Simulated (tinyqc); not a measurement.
# Resistive crossbar, vector-matrix product with wire resistance: effect of the wire resistance

2 rows and 2 columns. Cell (i, j) joins row node wij to column node bij. Each row is driven at its left end through one wire segment rw; neighbouring nodes along a row or a column are joined by rw; each column ends below the last row in one more rw and a virtual ground, where its current is read. Ideal output: I_j = sum_i V_i G_ij.

The nodal equations (Kirchhoff current law at every node) are solved for each rw; errors are I_j/ideal - 1.

Inputs (values chosen for the exercise):
```
symbol,value,unit,meaning
V,"[0.27, 0.13]",V,input voltages of the rows
```

cell conductances G (uS):
```
	column 1	column 2
row 1	38	190
row 2	160	190
```

Results:
```
rw (ohm)	error, column 1 (%)	error, column 2 (%)
1	-0.05199	-0.09650
2	-0.1039	-0.1928
5	-0.2592	-0.4807
10	-0.5165	-0.9571
20	-1.026	-1.897
50	-2.511	-4.617
100	-4.857	-8.844
500	-19.38	-33.02
```

Estimate the missing row, rw = 200 ohm.

Computed row:
```
rw (ohm)	error, column 1 (%)	error, column 2 (%)
200	-9.121	-16.31
```

With this row back in the table: The error of the last column goes from -0.0965 % at rw = 1 ohm to -33.0 % at 500 ohm, as rw^(1.00) at the start and rw^(0.77) at the end. At 500 ohm the worst column is number 2.

Numbers from tinyqc (`OMP_NUM_THREADS=1 python tinyqc.py 2880137 2880138 out.jsonl`; about 0.03 s on one thread of a shared Intel Xeon 2.30GHz).
